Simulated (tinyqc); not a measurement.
Avalanche multiplication and breakdown of a junction from ionisation integrals: one step, computed by the program tinyqc.

Ionisation coefficients follow the local field. Position x runs through the depletion layer from the p side (x = 0), where electrons enter, to the n side (x = w), where holes enter. The built-in voltage is neglected.

Problem. Multiplication and noise. M_n = 1/(1 - I_n), M_p = M_n exp(-Phi(w)); McIntyre excess noise for the carrier with the larger M, F_x = k M + (1 - k)(2 - 1/M), with k = (smaller M - 1)/(larger M - 1).

Junction: one-sided abrupt n+p.

Every 50th point:

| x (micrometre) | F (MV/cm) | alpha_n (1/cm) | alpha_p (1/cm) | Phi | I_n up to x |
|---|---|---|---|---|---|
| 0.0000 | 0.0000000 | 0 | 0 | 0 | 0 |
| 16.6650 | 0.0361867 | 6.398141e-32 | 1.216138e-21 | -3.546444e-26 | 1.490484e-36 |
| 33.3301 | 0.0723734 | 5.867026e-13 | 5.089572e-08 | -5.137131e-12 | 4.357379e-17 |
| 49.9951 | 0.1085601 | 1.228022e-06 | 1.767044e-03 | -3.874640e-07 | 1.984067e-10 |
| 66.6601 | 0.1447468 | 1.776643e-03 | 3.292535e-01 | -1.244232e-04 | 4.991661e-07 |
| 83.3251 | 0.1809335 | 1.399061e-01 | 7.580542e+00 | -4.320406e-03 | 6.035916e-05 |
| 99.9902 | 0.2171202 | 2.570361e+00 | 6.134985e+01 | -4.826331e-02 | 1.607342e-03 |
| 116.6552 | 0.2533069 | 2.055720e+01 | 2.731906e+02 | -2.783378e-01 | 1.966976e-02 |
| 133.3202 | 0.2894936 | 9.776676e+01 | 8.374425e+02 | -1.053148e+00 | 1.947017e-01 |

Give: M_n; M_p; effective k; excess noise factor.

Solution.

M_n = 1.242

M_p = 3.560

effective k = 0.09445

excess noise factor = 1.893

Injecting holes gives the larger gain and, at equal gain, the lower noise.
